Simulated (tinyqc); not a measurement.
## Off-state leakage of single and stacked transistors: leakage components against the supply voltage

n-channel devices of unit width. Subthreshold current I(Vg, Vs, Vd) = I0 (T/300 K)^0.5 exp[(Vg - Vs - VT(T) - gb (Vs - Vb) + dd (Vd - Vs))/(nf Vt)] (1 - exp(-(Vd - Vs)/Vt)), VT(T) = VT - cT (T - 300 K). Gate-edge tunnelling Ig (Vd/1 V) exp(ag (Vd - 1 V)), for a gate at 0 V, and band-to-band leakage Ab u exp(-Bb/u), u = Vd - Vb + 1 V, flow at a drain held at V; both are taken as independent of T. In a stack of off transistors (all gates at 0 V) the same subthreshold current passes through each.

One transistor with Vg = Vs = 0, Vd = V; stack factor I(one)/I(two in series).

Values chosen for this exercise; values of the order met in bulk silicon logic transistors: temperature T = 330 K; threshold at 300 K, zero drain and body bias VT = 0.36 V; fall of the threshold with temperature cT = 0.7 mV/K; current at threshold at 300 K I0 = 0.13 uA/um; slope factor nf = 1.31; drain-induced lowering per volt dd = 0.09; rise of the threshold per volt of source-body bias gb = 0.24; gate-edge tunnelling current at 1 V Ig = 9e-6 uA/um; exponential slope of the gate current ag = 3.6 1/V; prefactor of band-to-band leakage at the drain Ab = 100 uA/(um V); its exponential voltage Bb = 27 V; body voltage Vb = 0 V.

Constants: q = 1.602176634e-19 C, kB = 1.380649e-23 J/K, Vt = kB T/q. Results are converted to the units shown.

Results:
```
V (V),subthreshold (nA/um),gate edge (nA/um),band-to-band (nA/um),total (nA/um),stack factor,largest part
0.5,0.05095,7.438e-4,0.002284,0.05398,4.065,subthreshold
0.6,0.06488,0.001279,0.007506,0.07366,4.853,subthreshold
0.7,0.08261,0.002139,0.02152,0.1063,5.842,subthreshold
0.8,0.1052,0.003505,0.05506,0.1637,7.081,subthreshold
0.9,0.1339,0.005651,0.1280,0.2676,8.635,subthreshold
1,0.1705,0.009000,0.2742,0.4537,10.58,band-to-band
1.1,0.2171,0.01419,0.5476,0.7789,13.03,band-to-band
1.3,0.3520,0.03445,1.834,2.221,19.93,band-to-band
1.4,0.4482,0.05318,3.122,3.623,24.74,band-to-band
```

Estimate the missing row, V = 1.2 V.

Computed row:
```
V (V),subthreshold (nA/um),gate edge (nA/um),band-to-band (nA/um),total (nA/um),stack factor,largest part
1.2,0.2765,0.02219,1.029,1.328,16.09,band-to-band
```

With this row back in the table: As V goes from 0.5 to 1.4, the total leakage rises from 0.0540 to 3.62 nA/um. The subthreshold part leads at V = 0.5, the band-to-band part from 1 on. The reduction by a stack of two rises from 4.06 to 24.7, for the subthreshold part alone.

Computed by the program tinyqc: `OMP_NUM_THREADS=1 python tinyqc.py 2242179 2242180 out.jsonl`, one thread of a shared Intel Xeon 2.30GHz, about 0.03 s for the whole run.
